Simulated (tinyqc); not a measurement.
Inside a calculation. Method: RHF in the 6-31g basis, for H2, spin multiplicity 1. One step of it, computed by the program tinyqc.

Question. Iteration 5 (converged): orbitals. Diagonalise F' = X^T F X, C = X C', fill 1 alpha and 1 beta electrons from the bottom; D = 2 C_occ C_occ^T. Each column has its largest component positive (the first on a tie).

converged F (hartree), lower triangle:
```
,1H 1s,1H 2s,2H 1s,2H 2s
1H 1s,-0.059302
1H 2s,-0.517591,-0.339704
2H 1s,-0.577715,-0.526405,-0.059302
2H 2s,-0.526405,-0.374534,-0.517591,-0.339704
```

X, lower triangle:
```
,1H 1s,1H 2s,2H 1s,2H 2s
1H 1s,1.305148
1H 2s,-0.503874,2.048499
2H 1s,-0.221148,0.083690,1.305148
2H 2s,0.083690,-1.100411,-0.503874,2.048499
```

Give: F' = X^T F X; orbital energies; coefficients C; D after iteration 5.

Answer.

F' = X^T F X (hartree), lower triangle:
```
,1,2,3,4
1,0.640
2,-0.583,0.285
3,-0.564,-0.099,0.640
4,-0.099,-0.207,-0.583,0.285
```

orbital energies (hartree): MO1 -0.606, MO2 0.247, MO3 0.759, MO4 1.449

coefficients C:
```
,MO1,MO2,MO3,MO4
1H 1s,0.332,0.116,0.752,-1.151
1H 2s,0.264,1.799,-0.684,1.376
2H 1s,0.332,-0.116,0.752,1.151
2H 2s,0.264,-1.799,-0.684,-1.376
```

D after iteration 5, lower triangle:
```
,1H 1s,1H 2s,2H 1s,2H 2s
1H 1s,0.221
1H 2s,0.175,0.139
2H 1s,0.221,0.175,0.221
2H 2s,0.175,0.139,0.175,0.139
```
